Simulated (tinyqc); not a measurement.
## n-type polysilicon, carrier trapping at grain boundaries: effect of the temperature

One-dimensional grains of size Lg, uniform ionised doping N, monovalent traps Qt at each boundary at a depth Et below (for electrons) or above (for holes) the band edge there, abrupt depletion of width W on each side of a boundary, Boltzmann statistics. xi is the distance from the band edge at the grain centre to the Fermi level. Trapped charge Qt/(1 + exp((xi + VB - Et)/Vt)) = 2 N W, barrier VB = q N W^2/(2 eps0 eps_r).

NB is given at 300 K and scales as (T/300 K)^1.5. If the trap equation with xi = Vt ln(NB/N) has a root W < Lg/2, the grain is partly depleted; otherwise W = Lg/2 and the trap equation gives xi = Et - VB + Vt ln(Qt/(N Lg) - 1). N* = Qt/Lg. n0 = NB exp(-xi/Vt); mean density n0 (1 - 2 W/Lg) by charge balance in a partly depleted grain, and n0 (sqrt(pi)/2) erf(u)/u with u = sqrt(VB/Vt) in a fully depleted one; v = sqrt(kB T/(2 pi ms m0)); barrier resistivity Vt exp(VB/Vt)/(q fe n0 v Lg); grain resistivity (1 - 2 W/Lg)/(q n0 mug); effective mobility 1/(q mean density total resistivity). Rows with xi above 0.45 V, towards mid-gap, are left out, since the other carrier type is ignored.

Parameters, values chosen for the exercise; values of the order met in polycrystalline silicon: relative permittivity eps_r = 11.7; conduction-band density of states at the reference temperature NB = 2.8e19 cm^-3; grain size Lg = 61 nm; trap density of a grain boundary Qt = 5.3e11 cm^-2; depth of the trap level from the majority band edge at the boundary Et = 0.39 eV; mass for thermionic emission ms = 0.32 m0; correction factor of the emission rate fe = 0.5; mobility inside the grains mug = 240 cm^2/(V s); doping N = 6.9e17 cm^-3.

Constants: q = 1.602176634e-19 C, kB = 1.380649e-23 J/K, m0 = 9.1093837015e-31 kg, Vt = kB T/q, eps0 = 8.8541878128e-14 F/cm where lengths are in cm. Results are converted to the units shown.

The same in every row: N/N* = 7.942.

Results:

| T (K) | depleted share 2 W/Lg | VB (V) | xi (V) | mean density (cm^-3) | resistivity (ohm cm) | effective mobility (cm^2/(V s)) |
|---|---|---|---|---|---|---|
| 200 | 0.1259 | 0.007870 | 0.05334 | 6.031e17 | 0.05373 | 192.6 |
| 240 | 0.1259 | 0.007870 | 0.06967 | 6.031e17 | 0.05404 | 191.5 |
| 280 | 0.1259 | 0.007870 | 0.08686 | 6.031e17 | 0.05453 | 189.8 |
| 360 | 0.1259 | 0.007866 | 0.1234 | 6.031e17 | 0.05570 | 185.8 |
| 400 | 0.1258 | 0.007855 | 0.1425 | 6.032e17 | 0.05633 | 183.7 |
| 440 | 0.1255 | 0.007823 | 0.1622 | 6.034e17 | 0.05696 | 181.6 |

Estimate the missing row, T = 320 K.

Computed row:

| T (K) | depleted share 2 W/Lg | VB (V) | xi (V) | mean density (cm^-3) | resistivity (ohm cm) | effective mobility (cm^2/(V s)) |
|---|---|---|---|---|---|---|
| 320 | 0.1259 | 0.007870 | 0.1048 | 6.031e17 | 0.05510 | 187.8 |

With this row back in the table: As T goes from 200 to 440, VB falls from 0.00787 to 0.00782 V, the resistivity rises from 0.0537 to 0.0570 ohm cm and the effective mobility falls from 193 to 182 cm^2/(V s). The activation energy kB ln(rho1/rho2)/(1/T1 - 1/T2) is -6.05e-4 eV between the first two rows and -0.00420 eV between the last two; mug is held fixed. In every row VB is below Vt, where abrupt depletion and thermionic emission are rough.

tinyqc, about 0.01 s, one thread, Intel Xeon 2.30GHz (shared host): `OMP_NUM_THREADS=1 python tinyqc.py 2830062 2830063 out.jsonl`
